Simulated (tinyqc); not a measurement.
# Koster-Slater impurity in a tight-binding band, by Green functions and by supercells, step by step

A worked calculation. Computed by tinyqc, a small Python program that keeps every step. Command: `OMP_NUM_THREADS=1 python tinyqc.py 3000604 3000605 out.jsonl kosterslater walk`. One thread of a shared host (Intel(R) Xeon(R) Processor @ 2.30GHz), about 0.03 s of CPU time with the checks. Intermediate numbers are printed to about 6 digits and carried at full precision; extremes and crossings named in words are read from the listed rows.

One orbital per site, e(k) = -2 t sum cos(k_i) over 2 direction(s), band from -4 t to 4 t, lattice constant 1. One site has the extra energy U. Spin is left out.

Inputs (values chosen for the exercise, for a model band): hopping t = 1 eV; impurity potential U = -6.49 eV; supercell edge N = 2 sites; energy inside the band E = -1.5 eV; broadening eta = 0.1 eV; impurity concentration c = 0.0005 per site.

Lattice: square.

Constants: hbar = 6.582119569e-16 eV s.

## The host Green function outside the band

Outside the band G0(E) = (2/(pi E)) K(m), m = 16 t^2/E^2, K the complete elliptic integral with parameter m. A bound state solves 1/U = G0(E). Energies: 0.05, 0.2, 0.5, 1, 2, 4 and 8 t beyond the band edge on the side of U, rounded to four digits.

Scan on the side of U:
```
E (eV)  G0 (1/eV)  1/U - G0 (1/eV)
-4.05   -0.511490         0.357407
-4.20   -0.395983         0.241900
-4.50   -0.316235         0.162152
-5.00   -0.254050         0.099967
-6.00   -0.192012         0.037928
-8.00   -0.134148        -0.019935
-12.00  -0.085805        -0.068278
```

G0 diverges at the band edge, so any U binds a state, exponentially weakly when U is small.

## The bound state

Bisection in ln(distance from the edge) between 1e-5 t and |U| + t. Weight on the impurity site: -1/(U^2 dG0/dE), by a central difference with step min(1e-4 t, distance/30). Decay length along an axis: 1/arccosh(1 + distance/(2 t)).

level E_b = -7.11953 eV

distance from the band edge = 3.11953 eV

weight on the impurity site = 0.899390

decay length = 0.627936 sites

The state is compact: most of it sits on the impurity.

## Green function inside the band

Inside the band G0(z), z = E + i eta, comes from the chain form 1/(sqrt(y - 2t) sqrt(y + 2t)) (principal roots) at y = z + 2 t cos k, averaged over k in (0, pi) with 200 Gauss-Legendre points.

G0(E + i eta) = -0.249682-0.383228i 1/eV

## Scattering

T = U/(1 - U G0); phase shift delta = -arg(1 - U G0) in (-pi, pi]; host density of states -Im G0/pi; on the impurity -Im[G0/(1 - U G0)]/pi; lifetime of a band state hbar/(-2 c Im T).

T matrix = 0.61280-2.45655i eV

phase shift delta = 1.81526 rad

host density of states = 0.121985 1/eV

density of states on the impurity = 0.0185646 1/eV

scattering lifetime = 267.942 fs

The Born approximation would take Im T = U^2 Im G0 = -16.1 eV, 6.57 times the full value.

## The supercell Hamiltonian at Gamma

H_ij = -t for each bond from i to j, images included (two bonds add when N = 2); H_11 = U; sites are numbered with the last coordinate running fastest. Diagonalise.

H (eV):
$$\begin{pmatrix}
-6.49 & -2.00 & -2.00 & 0.00 \\
-2.00 & 0.00 & 0.00 & -2.00 \\
-2.00 & 0.00 & 0.00 & -2.00 \\
0.00 & -2.00 & -2.00 & 0.00
\end{pmatrix}$$

levels (eV): [-7.69254, -2.06536, 0.00000, 3.26790]

## The level in the supercell

In a periodic cell of N sites along each direction with Bloch vector K, the level solves 1/U = N^-d sum_k 1/(E - e(k)), k_i = (2 pi m_i + K_i)/N, m_i = 0..N-1; the outermost root on the side of U is taken (bisection). d is the number of directions. Gamma means K_i = 0, the zone corner K_i = pi, the quarter point K_i = pi/2. The error is measured against the isolated level E_b.

level at Gamma = -7.69254 eV

level at the corner = -6.49 eV

level at the quarter point = -7.10176 eV

error at Gamma = -0.573015 eV

width between Gamma and the corner = 1.20254 eV

Images turn the level into a band 1.20 eV wide; the quarter point misses the isolated level by 0.018 eV, far less than Gamma, because the leading hopping between images averages out there.

## Convergence with cell size

Even N; errors against the isolated level E_b, set to 0 below 1e-6 t.

Error of the level (eV):
```
N   sites         Gamma       corner  quarter point
2       4  -5.73015e-01  6.29527e-01    1.77678e-02
4      16  -1.83392e-02  1.77678e-02    2.10858e-05
6      36  -6.01875e-04  5.95125e-04              0
8      64  -2.11431e-05  2.10858e-05              0
12    144             0            0              0
16    256             0            0              0
```

The error at Gamma falls exponentially, between the last two resolved rows by exp(-1.674) per site against 1/(decay length) = 1.593; the rest is the power-law prefactor of the Green function. Gamma and the corner err in opposite directions. Among the sizes listed an error below 1 meV is first reached at N = 6 at Gamma; at the quarter point N = 4 is enough.

## Phase shift across the band

delta/pi = -arg(1 - U G0)/pi counts the states added below E (Friedel); host DOS = -Im G0/pi, DOS on the impurity = -Im[G0/(1 - U G0)]/pi; 13 evenly spaced energies from -(band edge + |U| + 2t) to +(band edge + |U| + 2t).

Across the spectrum:
```
E (eV)    Re G0 (1/eV)  host DOS (1/eV)  DOS on the impurity (1/eV)  delta/pi
-12.4900     -0.082239         0.000221                   0.0010183  0.003082
-10.4083     -0.099942         0.000332                   0.0026847  0.006124
-8.3267      -0.128074         0.000561                   0.0195847  0.021521
-6.2450      -0.181838         0.001228                   0.0371246  0.956044
-4.1633      -0.400205         0.014882                   0.0056297  0.940245
-2.0817      -0.263213         0.106644                   0.0203930  0.600233
0.0000        0.000000         0.257079                   0.0090285  0.439993
2.0817        0.263213         0.106644                   0.0088410  0.215331
4.1633        0.400205         0.014882                   0.0011419  0.026786
6.2450        0.181838         0.001228                   0.0002583  0.003655
8.3267        0.128074         0.000561                   0.0001672  0.001987
10.4083       0.099942         0.000332                   0.0001220  0.001305
12.4900       0.082239         0.000221                   0.0000941  0.000937
```

delta/pi starts and ends near zero (+0.003 and +0.001): the impurity moves states but creates none. delta/pi rises at the bound state below the band (-7.120 eV), reaches 0.96 among these rows (1 in the limit of small eta, just above the level) and is paid back by the top of the band.

Checks made by the program: G0 at the level by a direct sum over directions (relative difference below 1e-10); diagonalisation against the k sum (relative difference below 1e-10).
